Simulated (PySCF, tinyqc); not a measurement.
Orbital energy against energy difference: ionisation energy by orbital energies and by energy differences in the 6-31g* basis, for Be, spin multiplicity 1. Computed by the program tinyqc with PySCF. The cation is unrestricted; errors are against CCSD(T) in this basis, not against experiment.

Geometry (angstrom):
```
atom       x       y       z
Be    0.0000  0.0000  0.0000
```

CCSD(T) difference in the same basis = 9.1884 eV

IP-EOM-CCSD = 9.1901 eV

First vertical ionisation energy (eV):
```
method     -e(HOMO)  E(cation) - E  error of -e(HOMO)  error of the difference
HF            8.199        7.92813             -0.990                   -1.260
LDA           5.328        8.94119             -3.861                   -0.247
PBE           5.377        8.94022             -3.811                   -0.248
B3LYP         6.090        9.04926             -3.099                   -0.139
CAM-B3LYP     7.469        9.04689             -1.719                   -0.141
LC-wPBE       8.767        8.97834             -0.421                   -0.210
```

Estimate the missing row, method = PBE0.

Computed row:
```
method  -e(HOMO)  E(cation) - E  error of -e(HOMO)  error of the difference
PBE0       6.278        8.90938             -2.910                   -0.279
```

Koopmans errs by -0.99 eV and Delta-HF by -1.26 eV: relaxation, 0.27 eV, lowers the value and the missing correlation difference works against it. The PBE level is off by -3.8 eV through the wrong tail of its potential, though its energy difference is off by -0.25 eV; exact exchange deepens the level, and among the orbital energies LC-wPBE comes closest; among the differences B3LYP does. The restricted reference is unstable here: a spin-polarised solution lies 0.0006 hartree lower (PySCF), so results built on it describe a poor reference.
